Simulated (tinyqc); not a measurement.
Input admittance of a MOSFET at zero drain bias: distributed channel and distributed gate: two steps of the calculation.

Source and drain grounded, strong inversion, w = 2 pi f, Cox = eps0 eox/tox. The channel is an RC line of resistance 1/(mu Cox Vo) per square fed from both ends, so one finger has the intrinsic admittance y = i w Cox L tanh(g)/g per width, g = (1/2) sqrt(i w tau), tau = L^2/(mu Vo). The vertical resistance rv/L is in series with y, the overlaps 2 i w Cov in parallel: y_t = 1/(1/y + rv/L) + 2 i w Cov. The gate strip is a line of Rsh/L per length loaded by y_t, so a finger has Y = y_t Wf tanh(k)/k, k = (Wf/sd) sqrt(y_t Rsh/L); the device has Nf Y.

Values chosen for this exercise; values of the order met in silicon radio-frequency transistors: relative permittivity of the gate insulator (close to hafnium oxide) eox = 22; insulator thickness tox = 15 nm; channel length L = 0.27 um; finger width Wf = 1.7 um; number of fingers Nf = 64; channel mobility mu = 110 cm^2/(V s); gate overdrive Vo = 0.73 V; sheet resistance of the gate Rsh = 4.1 ohm/square; vertical resistivity of the gate stack rv = 1.1 ohm um^2; number of ends at which a finger is contacted sd = 2; overlap and fringe capacitance on each side Cov = 0.4 fF/um; frequency f = 32 GHz.

Constants: eps0 = 8.8541878128e-14 F/cm where lengths are in cm. Results are converted to the units shown.

Task 1. Admittance of the channel and stack per width. tau, g, c = Cox L, y and y_t as defined.

Wanted: tau; g; c; y; y_t.

Result 1.

tau = 9.0785 ps
g = 0.47767+0.47767i
c = 3.5063 fF/um
y = 103.74+686.05i uS/um
y_t = 105.61+846.31i uS/um

w tau = 1.83, and Im y is 0.973 of w c.

Task 2. Input impedance of the device. k and Y as defined; Z = 1/(Nf Y) = R + 1/(i w C); Q = |Im Z|/R; signal at the point farthest from a contact |1/cosh k|.

y_t = 105.60984+846.31234i uS/um

Find: k; Nf Y; R; C; Q; signal at the far point.

Result 2.

k = 0.072512+0.064025i
Nf Y = 11.771+92.007i mS
R = 1.3681 ohm
C = 465.09 fF
Q = 7.8167
signal at the far point = 0.99941

Numbers from tinyqc (`OMP_NUM_THREADS=1 python tinyqc.py 2262214 2262215 out.jsonl`; about 0.01 s on one thread of a shared Intel Xeon 2.30GHz).
